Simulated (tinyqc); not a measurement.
A longer run and its error bar: q-state Potts model on a small periodic square lattice: enumeration, Metropolis, heat-bath and Wolff steps. Computed by tinyqc, a small Python program. Command: `OMP_NUM_THREADS=1 python tinyqc.py 3113182 3113183 out.jsonl potts walk`. One thread of a shared host (Intel(R) Xeon(R) Processor @ 2.30GHz), about 0.04 s of CPU time with the checks.

E = -J x (number of nearest-neighbour bonds with equal states); n x n sites with periodic edges have 2 n^2 bonds. Order parameter m = (q f - 1)/(q - 1), f being the largest share of one state. Sites are numbered row by row from 0. Here q = 4 and n = 3.

Inputs (values chosen for the exercise, for a model of domains or grain orientations):
```
quantity             value  unit
number of states q       4     -
edge n                   3     -
coupling J              43   meV
temperature T          504     K
seed                483983     -
```

Update: Metropolis.

Constants: k_B = 8.617333262e-05 eV/K.

Method:
- K = J/(k_B T); the infinite square lattice orders at K_c = ln(1 + sqrt(q)); Wolff bond probability p = 1 - exp(-K).
- All q^(n^2) states are counted by their number b of equal bonds; weights g(b) exp(K b), K = J/(k_B T). Per site: u = -J <b>/n^2, c/k_B = K^2 (<b^2> - <b>^2)/n^2.
- ln Z = ln sum g(b) exp(K b); entropy per site s/k_B = (ln Z - K <b>)/n^2.
- After 400 updates are discarded, b is recorded for 4000 sweeps of n^2 steps of the update named (random numbers not printed, so these rows are one sample). Records are averaged in blocks; the error is the scatter of block means over sqrt(number of blocks), and the last column its square over that for single records.

start states:
```
   1  2  3
1  0  2  2
2  0  0  1
3  1  2  2
```

K = 0.990068

<b> = 13.8723

Blocking:
```
block length    mean b    error  variance ratio
1             13.78575  0.06491           1.000
4             13.78575  0.11824           3.319
16            13.78575  0.19145           8.700
40            13.78575  0.22799          12.337
100           13.78575  0.25084          14.934
```

The run gives 13.786 +/- 0.228 (blocks of 40) against the exact 13.872, a difference of 0.4 error bars. Single records understate the error by a factor of about 3.5, because successive records are correlated.

Extremes, crossings and ranges named in words are read from the listed rows.
